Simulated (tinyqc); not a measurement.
# Biaxially strained (001) channel, valley splitting in an inversion layer, step by step

Program tinyqc, `OMP_NUM_THREADS=1 python tinyqc.py 2530113 2530114 out.jsonl`; Intel Xeon 2.30GHz, shared host, one thread, about 0.01 s. Printed values are rounded.

A thin layer grown on a relaxed buffer is stretched in the plane. The two valleys with their long axis along the growth direction (D2) sink against the four in-plane ones (D4); confinement in a triangular well splits them too. Only the lowest subband of each set is kept; one relaxation time, so the weakening of intervalley scattering is left out.

Values chosen for this exercise; values close to those of silicon on relaxed silicon-germanium:
- T = 350 K (temperature)
- x = 0.18 (germanium share of the relaxed buffer)
- b1 = 0.0418 (lattice mismatch per unit x)
- c11 = 168 GPa (elastic constant)
- c12 = 64 GPa (elastic constant)
- Xu = 9 eV (shear deformation potential)
- ml = 0.906 m0 (longitudinal mass)
- mt = 0.186 m0 (transverse mass)
- F = 1.12 MV/cm (confining field)
- Ns = 5.4e12 cm^-2 (inversion density)
- bv = 0.384 nm (Burgers vector)

Constants: q = 1.602176634e-19 C, kB = 1.380649e-23 J/K, hbar = 1.054571817e-34 J s, m0 = 9.1093837015e-31 kg, Vt = kB T/q, hbar^2/(2 m0) = 0.0380998212 eV nm^2. Results are converted to the units shown.

## Strain, stress and splitting

e_par = b1 x, e_perp = -2 (c12/c11) e_par, splitting D = Xu (e_par - e_perp), in-plane stress (c11 + c12 - 2 c12^2/c11) e_par.

e_par = 0.7524 %
e_perp = -0.573257 %
D = 119.309 meV
stress = 1.37868 GPa

## Subband edges and densities of states

Levels E(m) = 2.33811 (hbar^2 q^2 F^2/(2 m))^(1/3): E2 = E(ml), E4 = E(mt) + D; N2 = 2 mt kB T/(pi hbar^2), N4 = 4 sqrt(mt ml) kB T/(pi hbar^2).

E2 = 0.188919 eV
E4 = 0.439553 eV
N2 = 4.68685e12 cm^-2
N4 = 2.06880e13 cm^-2

Of the gap E4 - E2 = 251 meV, confinement gives 131 meV.

## Iteration 1: critical thickness by substitution

h at the start = 100 nm

Critical thickness (Matthews-Blakeslee, 60-degree dislocations): h = bv (1 - nu/4)[ln(h/bv) + 1]/(4 pi e_par (1 + nu)), nu = c12/(c11 + c12). The right side gives h(new); e_par = b1 x.

h after iteration 1 = 19.4487 nm

## Iteration 2: critical thickness by substitution

As before.

h after iteration 2 = 14.5959 nm

## Course of the iteration: critical thickness by substitution

Stop when h changes by less than 1e-7 nm, or after 60 iterations.

Course of the iteration:

| iteration | h (nm) | \|change\| (nm) |
|---|---|---|
| 1 | 19.4487 | 80.6 |
| 2 | 14.5959 | 4.85 |
| 3 | 13.7452 | 0.851 |
| 4 | 13.5672 | 0.178 |
| 5 | 13.5286 | 0.0386 |
| 6 | 13.5202 | 8.45e-3 |
| 7 | 13.5183 | 1.85e-3 |
| 8 | 13.5179 | 4.06e-4 |
| 9 | 13.5178 | 8.90e-5 |
| 10 | 13.5178 | 1.95e-5 |
| 11 | 13.5178 | 4.28e-6 |
| 12 | 13.5178 | 9.38e-7 |
| 13 | 13.5178 | 2.06e-7 |
| 14 | 13.5178 | 4.51e-8 |

Converged in 14 iterations. At the end each change is about 0.22 times the one before: linear convergence.

## Share of the light valleys and conductivity mass

EF = 0.212112 eV

EF solves Ns = N2 ln(1 + exp((EF - E2)/Vt)) + N4 ln(1 + exp((EF - E4)/Vt)); f2 is the share in D2, and 1/mc = f2/mt + (1 - f2)(1/mt + 1/ml)/2.

f2 = 0.997967
mc = 0.186150 m0

Without strain f2 would be 0.910 and mc 0.193 m0, so repopulation alone gains 3.6 % in mobility.
